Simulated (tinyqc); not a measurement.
From results back to parameters: donors with valley-orbit split 1s states. Four cases, with inputs chosen for the exercise.

Problem. The electron density is given and ND is hidden.

Each donor binds at most one electron, in any of its states. For a site s, W_s = sum over its states of g exp(E/kT), and the ionised share is 1/(1 + W_s exp(eta)), eta = (EF - Ec)/kT; n = Nc F_1/2(eta); neutrality n + NA = ND x (mean ionised share); holes are neglected. Nc from N = 2 (m kB T/(4 pi c))^(3/2) with c = hbar^2/2m0, in 1/angstrom^3; times 1e24 for 1/cm^3, m = md. F_j(eta) = (1/Gamma(j + 1)) integral_0^infinity x^j dx/(1 + exp(x - eta)), which tends to exp(eta) for eta << 0.

Constants: hbar^2/2m0 = 3.80998211 eV angstrom^2; kB = 8.617333262e-05 eV/K.

Find: eta; mean ionised share; ND.

Method. n/Nc gives eta, eta and W_s give the ionised share, and ND = (n + NA)/share.

Case 1.

Values chosen (near those of As in Si; the results hold for these values, not for the real material): md = 1.057 m0 (density-of-states mass of the conduction band); E = (54.6, 34.2, 31.2) meV (binding energies of 1s(A1), 1s(T2), 1s(E)); g = (2, 6, 4) (their degeneracies with spin); T = 300 K; NA = 6e+16 1/cm^3 (compensating acceptors, all ionised).

n = 8.5885e+16 1/cm^3

Solution.

eta = -5.759
mean ionised share = 0.858
ND = 1.7e+17 1/cm^3

Case 2.

Values chosen (near those of P in Si; the results hold for these values, not for the real material): md = 1.091 m0 (density-of-states mass of the conduction band); E = (46.2, 34.3, 33.3) meV (binding energies of 1s(A1), 1s(T2), 1s(E)); g = (2, 6, 4) (their degeneracies with spin); T = 500 K; NA = 8e+16 1/cm^3 (compensating acceptors, all ionised).

n = 7.4268e+17 1/cm^3

Solution.

eta = -4.413
mean ionised share = 0.748
ND = 1.1e+18 1/cm^3

Case 3.

Values chosen (near those of P in Si; the results hold for these values, not for the real material): md = 1.077 m0 (density-of-states mass of the conduction band); E = (44.4, 32.2, 31.9) meV (binding energies of 1s(A1), 1s(T2), 1s(E)); g = (2, 6, 4) (their degeneracies with spin); T = 250 K; NA = 0 1/cm^3 (compensating acceptors, all ionised).

n = 1.9889e+15 1/cm^3

Solution.

eta = -9.281
mean ionised share = 0.994
ND = 2.0e+15 1/cm^3

Case 4.

Values chosen (near those of P in Si; the results hold for these values, not for the real material): md = 1.037 m0 (density-of-states mass of the conduction band); E = (46.2, 34.9, 32.9) meV (binding energies of 1s(A1), 1s(T2), 1s(E)); g = (2, 6, 4) (their degeneracies with spin); T = 200 K; NA = 0 1/cm^3 (compensating acceptors, all ionised).

n = 1.9726e+15 1/cm^3

Solution.

eta = -8.897
mean ionised share = 0.986
ND = 2.0e+15 1/cm^3

Computed by tinyqc, one run a case: `OMP_NUM_THREADS=1 python tinyqc.py N N+1 out.jsonl` with N = 1682497, 1682505, 1682520, 1682637; one thread of a shared Intel(R) Xeon(R) Processor @ 2.30GHz, about 0.01 s a run at most.
